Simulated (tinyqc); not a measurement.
From results to parameters: Hueckel model of a polar double bond. Computed by the program tinyqc.

Problem. A C=X pi bond in Hueckel theory has H_XX = alpha + h beta, H_CC = alpha and H_CX = k beta, with two electrons. Find h, k, the charge on carbon and the bond order.

x values of the two levels (E = alpha + x beta): 0.988767  -0.388767

Solution. The sum of the x values is h and their product is -k^2; the charge on carbon is h/sqrt(h^2 + 4k^2) and the bond order 2k/sqrt(h^2 + 4k^2).

h, k: 0.6000  0.6200
charge on carbon, bond order: 0.4356  0.9002
